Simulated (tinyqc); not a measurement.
One level coupled to a phonon between two leads, self-consistent Born approximation: one step of the calculation.

Wide-band leads with mu_L = +V/2 and mu_R = -V/2; phonons in equilibrium, Nq = 1/(exp(w0/kB T) - 1). Scattering links only energies that differ by w0, so a ladder E_k = E1 + k w0 closes on itself; terms that reach past its ends are dropped. Gn and Gp are the electron and hole parts of the spectral function A = Gn + Gp.

Problem. The ladder and the first Green functions. |G|^2 = 1/[(E - ed)^2 + (GL + GR + Sin + Sout)^2/4], Gn = |G|^2 (GL fL + GR fR + Sin), Gp = |G|^2 (GL (1 - fL) + GR (1 - fR) + Sout), f = 1/(1 + exp((E - mu)/kB T)). On a single ladder the real part of the phonon self-energy, which needs all energies, is left out. At the start Sin = Sout = 0.

Inputs (values chosen for the exercise):

| symbol | value | unit | meaning |
|---|---|---|---|
| T | 300 | K | temperature of leads and phonons |
| w0 | 120 | meV | phonon energy |
| ed | -51 | meV | level |
| GL | 48 | meV | coupling to the left lead |
| GR | 53 | meV | coupling to the right lead |
| V | 341 | mV | bias |
| nr | 5 |  | rungs of the ladder shown |
| E1 | -236 | meV | lowest rung |

Constants: q = 1.602176634e-19 C, kB = 1.380649e-23 J/K, Vt = kB T/q. Results are converted to the units shown.

Give: E; fL; fR; Gn; Gp; Nq.

Solution.

| rung | E (meV) | fL | fR | Gn (1/meV) | Gp (1/meV) |
|---|---|---|---|---|---|
| 0 | -236 | 1.0000 | 0.92647 | 0.0026404 | 1.0597e-4 |
| 1 | -116 | 0.99998 | 0.10831 | 0.0079317 | 0.0069755 |
| 2 | 4 | 0.99841 | 0.0011696 | 0.0086069 | 0.0095089 |
| 3 | 124 | 0.85799 | 1.1288e-5 | 0.0012414 | 0.0018030 |
| 4 | 244 | 0.055039 | 1.0882e-7 | 2.9493e-5 | 0.0010981 |

Nq = 0.0097341

Range of the model: The self-consistent Born approximation keeps only non-crossing phonon lines and no Hartree shift; it is rough once the coupling nears the phonon energy.

Computed by the program tinyqc: `OMP_NUM_THREADS=1 python tinyqc.py 2720121 2720122 out.jsonl`, one thread of a shared Intel Xeon 2.30GHz, about 0.1 s for the whole run.
